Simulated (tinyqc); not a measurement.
What moves the results: propagation of a band-gap error through k.p and effective-mass formulas. A value that a table varies takes the place of the one given here.

Chain, for a gap E (the reference Eg or another value), with Ep and Dso kept: 1/me = 1 + Ep (E + 2 Dso/3)/(E (E + Dso)); g* = 2 - 2 Ep Dso/(3 E (E + Dso)); g1(E) = g1 + (Ep/3)(1/E - 1/Eg), g2(E) = g2 + (Ep/6)(1/E - 1/Eg), light hole 1/(g1 + 2 g2), heavy hole 1/(g1 - 2 g2) along [100]; optical constant ei(E) = 1 + (ei - 1)(EP/(EP + E - Eg))^2, static e0(E) = ei(E) + e0 - ei.

Donor: R = Ry me/e0^2, a_B = a0 e0/me, Mott density (0.26/a_B)^3. Nc, Nv = 2 (m kT/(4 pi c))^(3/2), c = hbar^2/2m0, ni = sqrt(Nc Nv) exp(-E/2kT). Exciton: Ry mu/e0^2 with 1/mu = 1/me + g1(E). 1 angstrom^-3 = 1e24 cm^-3.

Constants: Ry = 13.60569312 eV; a0 (Bohr radius) = 0.5291772105 angstrom; kB = 8.617333262e-05 eV/K; hbar^2/2m0 = 3.80998211 eV angstrom^2.

Parameters, chosen for this exercise (reference values near those of InP, gap at low temperature; not measured data):
- Eg = 1.401 eV (gap at Gamma to the s-like level)
- Dso = 0.109 eV (spin-orbit splitting)
- Ep = 20.8 eV (Kane energy)
- g1 = 5.08 (Luttinger gamma1)
- g2 = 1.6 (gamma2)
- e0 = 12.72 (static dielectric constant)
- ei = 9.41 (optical dielectric constant)
- EP = 5.21 eV (mean (Penn) gap)
- mh = 0.51 m0 (density-of-states mass of the holes)
- T = 300 K (temperature)
- Eg2 = 0.799 eV (a wrong gap, of the size a semi-local functional can give)

## The size of the error

E = f Eg; ratios against f = 1.

Results:
```
f,E (eV),me ratio,light-hole ratio,e0 ratio,donor ratio,Mott ratio,g*,log10 ni ratio
0.25,0.350,0.278,0.218,1.376,0.147,0.00825,-7.397,8.41
0.40,0.560,0.429,0.358,1.279,0.262,0.0378,-2.029,6.79
0.60,0.841,0.625,0.557,1.169,0.457,0.153,0.106,4.55
0.80,1.121,0.815,0.770,1.077,0.702,0.433,0.903,2.29
1.00,1.401,1.000,1.000,1.000,1.000,1.00,1.286,0.00
1.20,1.681,1.180,1.249,0.934,1.353,2.02,1.498,-2.30
1.50,2.102,1.443,1.662,0.853,1.985,4.85,1.675,-5.76
2.00,2.802,1.859,2.486,0.749,3.310,15.3,1.815,-11.57
```

How do the results move?

Between f = 0.8 and 1.2 the mean powers d ln(ratio)/d ln f are 0.91 for me, 1.19 for the light hole, -0.35 for e0, 1.62 for the donor energy and 3.80 for the Mott density; ni moves by -0.82 decades per 0.1 eV, against -0.1 eV/(2 kT ln 10) = -0.84 from the exponential alone, the rest coming from Nc through me^(3/4). g* changes sign between f = 0.40 and 0.60; the place of this zero hangs on remote bands, which are left out.

## What each input does

All at E = Eg2. Each row changes one parameter from the base and keeps the others.

Results:
```
case,me (m0),light hole (m0),e0,donor (meV),exciton (meV),log10 ni
base,0.0385,0.0635,15.06,2.308,1.724,11.408
Eg2 = 0.863 eV,0.0413,0.0692,14.77,2.578,1.927,10.893
Dso = 0.1 eV,0.0384,0.0635,15.06,2.301,1.720,11.407
Ep = 19.136 eV,0.0417,0.0660,15.06,2.500,1.845,11.434
g1 = 4.674,0.0385,0.0652,15.06,2.308,1.744,11.408
EP = 5.627 eV,0.0385,0.0635,14.86,2.372,1.772,11.408
ei = 8.657,0.0385,0.0635,14.85,2.373,1.773,11.408
mh = 0.469 m0,0.0385,0.0635,15.06,2.308,1.724,11.381
T = 276 K,0.0385,0.0635,15.06,2.308,1.724,10.770
```

How do the results move?

The largest shifts from the base row, up to three for each result and ties (the steps differ in size, so this ranks the rows, not the parameters). me (m0): Ep +0.0032, Eg2 +0.0028, Dso -0.0001; unchanged at the printed digits by g1, EP, ei, mh and T. light hole (m0): Eg2 +0.0057, Ep +0.0025, g1 +0.0017; unchanged at the printed digits by Dso, EP, ei, mh and T. e0: Eg2 -0.29, ei -0.21, EP -0.21; unchanged at the printed digits by Dso, Ep, g1, mh and T. donor (meV): Eg2 +0.270, Ep +0.192, ei +0.066; unchanged at the printed digits by g1, mh and T. exciton (meV): Eg2 +0.204, Ep +0.122, ei +0.049; unchanged at the printed digits by mh and T. log10 ni: T -0.638, Eg2 -0.514, mh -0.027; unchanged at the printed digits by g1, EP and ei.

(tinyqc, `OMP_NUM_THREADS=1 python tinyqc.py 1850896 1850897 out.jsonl`, Intel(R) Xeon(R) Processor @ 2.30GHz, 1 thread, shared host, about 0.01 s.)
